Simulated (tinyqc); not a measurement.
Stretching all distances: RHF, UHF, MP2, CISD and CCSD against full CI in the sto-3g basis, for H3+, spin multiplicity 1. Computed by the program tinyqc with PySCF. All coordinates are multiplied by the scale. c0^2 is the weight of the RHF determinant in the lowest singlet FCI state (UHF is spin-contaminated and may lie near states of higher spin) and n(LUMO) the first natural occupation beyond the occupied space.

Geometry (angstrom):
```
atom,x,y,z
H,0.0000,0.0000,0.0000
H,0.0000,0.0000,0.8070
H,0.0000,0.7120,-0.3800
```

Full CI energy (hartree) and errors against it (kcal/mol):
```
scale,distance 1-2 (angstrom),E(FCI),RHF,UHF,MP2,CISD,CCSD,<S^2> UHF,c0^2,n(LUMO)
0.9200,0.7424,-1.223157,14.9581,14.9581,4.5492,0.0000,0.0000,0.0000,0.9837,0.0270
1.2100,0.9765,-1.240110,20.6487,20.6487,6.5832,0.0000,0.0000,0.0000,0.9696,0.0494
1.5100,1.2186,-1.188380,28.4575,26.5152,9.1023,0.0000,0.0000,0.2511,0.9462,0.0835
1.8000,1.4526,-1.125322,38.7185,23.8545,11.9805,0.0000,0.0000,0.5996,0.9108,0.1307
2.1000,1.6947,-1.067352,52.2554,18.4622,14.7508,0.0000,0.0000,0.7920,0.8602,0.1948
2.3900,1.9287,-1.024552,67.0299,13.9995,15.6259,0.0000,0.0000,0.8906,0.8048,0.2637
2.9800,2.4049,-0.972921,95.2413,7.2535,5.1204,0.0000,0.0000,0.9823,0.7133,0.3811
```

Estimate the missing row, scale = 2.69.

Computed row:
```
scale   distance 1-2 (angstrom)     E(FCI)      RHF      UHF      MP2    CISD    CCSD  <S^2> UHF    c0^2  n(LUMO)
2.6900                   2.1708  -0.993379  82.1686  10.4776  12.7105  0.0000  0.0000     0.9531  0.7525   0.3297
```

UHF parts from RHF first at scale 1.51 of those listed, where <S^2> leaves zero. The weight c0^2 goes from 0.98 to 0.71 and n(LUMO) from 0.03 to 0.38: static correlation grows as the bonds break into open-shell fragments. The spread of the error along the curve, which distorts its shape, is CISD 0.0, CCSD 0.0, MP2 11.1, UHF 19.3, RHF 80.3 kcal/mol. With two electrons CISD and CCSD are exact.
